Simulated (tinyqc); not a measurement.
# Line constants from open and short measurements

Question. A uniform line of length len, under a quarter wavelength, has Z_open = Zc coth(gamma len) and Z_short = Zc tanh(gamma len); gamma Zc = r + i w l and gamma/Zc = g + i w c, w = 2 pi f. Find r, l and c.

Values chosen for this exercise:
```
symbol,value,unit,meaning
len,3,mm,length
f,2.8,GHz,frequency
```

Zin with the far end open = 2.83143-219.39689i ohm
Zin with the far end shorted = 1.774006+25.630006i ohm

Solution. The product of the two impedances is Zc^2 and their ratio tanh^2(gamma len); the principal branch holds below a quarter wavelength.

r = 0.546 ohm/mm
l = 0.468 nH/mm
c = 83.2 pF/m

tinyqc, about 0.01 s, one thread, Intel Xeon 2.30GHz (shared host): `OMP_NUM_THREADS=1 python tinyqc.py 2810168 2810169 out.jsonl`
